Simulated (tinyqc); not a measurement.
# Junctionless gate-all-around wire, depletion approximation, step by step

Computed by the program tinyqc: `OMP_NUM_THREADS=1 python tinyqc.py 2460124 2460125 out.jsonl`, one thread of a shared Intel Xeon 2.30GHz, about 0.01 s for the whole run. Printed values are rounded.

A uniformly doped n-type wire of radius R under a surrounding gate; long channel. Below flat band a shell from radius rc to R is fully depleted and the neutral core, at channel potential V (0 at the source, Vd at the drain), carries the current with constant mobility; s = (rc/R)^2 is the share of the cross-section that conducts. The edge of the depleted shell is taken as abrupt, so there is no subthreshold current.

Parameters, values chosen for the exercise; material values close to those of silicon:
```
symbol,value,unit,meaning
eps_r,11.9,,relative permittivity of the semiconductor
eox,3.9,,relative permittivity of the gate insulator
tox,2.5,nm,insulator thickness
R,10,nm,wire radius
Nd,1.8e19,cm^-3,donor density
Vfb,1.03,V,flat-band voltage
mu,40,cm^2/(V s),effective mobility in the wire
L,0.5,um,gate length
Vg,0.41,V,gate voltage
Vd,1,V,drain voltage
```

Constants: q = 1.602176634e-19 C, eps0 = 8.8541878128e-14 F/cm where lengths are in cm. Results are converted to the units shown.

## Voltages that deplete the wire

Cox = eps0 eox/(R ln(1 + tox/R)); A = q Nd R^2/(4 eps0 eps_r); B = q Nd R/(2 Cox); VT = Vfb - A - B.

Cox = 1.547494 uF/cm^2
A = 0.6842696 V
B = 0.9318026 V
VT = -0.5860721 V

Of the 1.62 V needed, 57.7 % drops over the insulator. The device is normally on.

## Iteration 1: conducting share at the source by Newton steps

s at the start = 1

With V = 0: f = A (1 - s + s ln s) + B (1 - s) - (Vfb - Vg); f' = A ln s - B; s(new) = s - f/f'.

f = -0.62 V
f' = -0.9318026 V
s after iteration 1 = 0.3346230

## Iteration 2: conducting share at the source by Newton steps

As before.

f = 0.2046296 V
f' = -1.680907 V
s after iteration 2 = 0.4563606

## Course of the iteration: conducting share at the source by Newton steps

Stop when s changes by less than 1e-11, or after 30 iterations. s must stay positive.

Course of the iteration:
```
iteration          s  |change|
1          0.3346230     0.665
2          0.4563606     0.122
3          0.4656147   9.25e-3
4          0.4656586   4.38e-5
5          0.4656586  9.71e-10
6          0.4656586   < 1e-13
```

Converged in 6 iterations. At the end the number of correct digits about doubles with each step.

## Core radius, conductance and current

s0 = 0.4656586
sL = 0

s solves Vfb - Vg + V = A (1 - s + s ln s) + B (1 - s), and s = 0 where the left side exceeds A + B. I = (q mu Nd pi R^2/L)[g(s0) - g(sL)], g = A (s^2/4 - (s^2/2) ln s) + B s^2/2, with s0 at V = 0 and sL at V = Vd. rc = R sqrt(s0); the small-signal conductance at Vd = 0 is q mu Nd pi R^2 s0/L.

rc at the source = 6.823918 nm
conductance = 3.375129 uS
I = 1.412076 uA

The drain end is pinched off, so the current is saturated.
